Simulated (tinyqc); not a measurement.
Stark shift: quantum well in an electric field by finite differences.

Finite differences on points z_i at the centres of cells of width h: H_ii = (c/h^2)(1/m_(i-1/2) + 1/m_(i+1/2)) + V_i, H_(i,i+1) = -(c/h^2)/m_(i+1/2), where m_(i+1/2) is the mean of the masses at the two points (the end values are repeated outwards), psi = 0 on the points beyond both ends, c = hbar^2/2m0. The field adds e F (z - z0) with z0 the middle of the structure; 1 kV/cm = 1e-5 eV/angstrom.

Constants: hbar^2/2m0 = 3.80998211 eV angstrom^2.

Parameters, chosen for this exercise (out of a larger set: near those of a strained Si well in SiGe; not measured data): layers = ((15, 0.172, 0.928), (30, 0, 0.89), (15, 0.172, 0.928)) (each layer: thickness in angstrom, band edge in eV, mass in m0); hf = 0.3125 angstrom (cell width of the fine grid); Fs = (0, 33.3, 66.7, 100, 133, 167, 200) kV/cm (fields).

Fine grid. Perturbation theory: dE1 = e F z_11 - beta (e F)^2 with beta = sum_j z_1j^2/(E_j - E_1) over the 13 next levels at zero field, z from z0.

Levels against field:

| F (kV/cm) | E1 (eV) | E2 (eV) | dE1 (meV) | second order (meV) | <z - z0> (angstrom) | E2 - E1 (meV) |
|---|---|---|---|---|---|---|
| 0 | 0.0259 | 0.0993 | 0.00 | 0.00 | 0.0 | 73.4 |
| 33.3 | 0.0258 | 0.0993 | -0.09 | -0.09 | -0.5 | 73.5 |
| 66.7 | 0.0256 | 0.0993 | -0.35 | -0.35 | -1.0 | 73.8 |
| 100 | 0.0251 | 0.0993 | -0.78 | -0.78 | -1.5 | 74.2 |
| 167 | 0.0238 | 0.0992 | -2.15 | -2.18 | -2.6 | 75.5 |
| 200 | 0.0228 | 0.0991 | -3.08 | -3.12 | -3.0 | 76.3 |

Give the missing row, F (kV/cm) = 133.

Computed row:
```
F (kV/cm)  E1 (eV)  E2 (eV)  dE1 (meV)  second order (meV)  <z - z0> (angstrom)  E2 - E1 (meV)
133         0.0245   0.0993      -1.37               -1.38                 -2.0           74.7
```

z_11 = 0.00 angstrom
beta = 780.6 angstrom^2/eV

At zero field the state is centred, so the shift starts as F^2; it turns linear only if the state is pulled to one side. At 200 kV/cm E1 has moved by -3.08 meV, where second order gives -3.12 meV; they differ by 1.5 % there. The electron moves by -3.0 angstrom, against the rise of the potential. E2 - E1 grows with the field; the ends are 73.4 and 76.3 meV.

tinyqc: `OMP_NUM_THREADS=1 python tinyqc.py 1250428 1250429 out.jsonl`; about 0.01 s, one thread, shared Intel(R) Xeon(R) Processor @ 2.30GHz.
